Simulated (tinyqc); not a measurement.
Inside a calculation. Method: Hueckel theory of the pi electrons with the omega technique, for the molecule C=CC(=C)C(=C)O (SMILES; centres numbered as the heavy atoms are written). One step of it, computed by the program tinyqc.

Task: Omega technique, round 2. h_r = h_r(0) + omega q_r, omega = 1, with q_r = z_r - P_rr; 0.3 of the old diagonal is kept.

Hueckel matrix in units of beta (H = alpha + beta A), lower triangle:
```
,1C,2C,3C,4C,5C,6C,7O
1C,0.000000
2C,1.000000,0.000000
3C,0.000000,1.000000,0.000000
4C,0.000000,0.000000,1.000000,0.000000
5C,0.000000,0.000000,1.000000,0.000000,0.000000
6C,0.000000,0.000000,0.000000,0.000000,1.000000,0.000000
7O,0.000000,0.000000,0.000000,0.000000,0.800000,0.000000,2.000000
```

charge and bond-order matrix P, lower triangle:
```
,1C,2C,3C,4C,5C,6C,7O
1C,0.997508
2C,0.907705,1.000556
3C,0.001394,0.409920,0.998834
4C,-0.409027,-0.001474,0.818939,1.017338
5C,-0.088753,0.003184,0.396023,-0.008708,0.995900
6C,-0.015403,-0.087543,0.025625,-0.401167,0.882801,1.046667
7O,0.025428,-0.019017,-0.061725,-0.026876,0.236323,-0.221343,1.943196
```

Centres:
```
centre,"z_r, pi electrons of the neutral centre",h
1C,1,0.000000
2C,1,0.000000
3C,1,0.000000
4C,1,0.000000
5C,1,0.000000
6C,1,0.000000
7O,2,2.000000
```

Give: matrix after round 2.

Result:

matrix after round 2, lower triangle:
```
,1C,2C,3C,4C,5C,6C,7O
1C,0.0014
2C,1.0000,-0.0001
3C,0.0000,1.0000,-0.0004
4C,0.0000,0.0000,1.0000,-0.0103
5C,0.0000,0.0000,1.0000,0.0000,0.0132
6C,0.0000,0.0000,0.0000,0.0000,1.0000,-0.0565
7O,0.0000,0.0000,0.0000,0.0000,0.8000,0.0000,2.0528
```
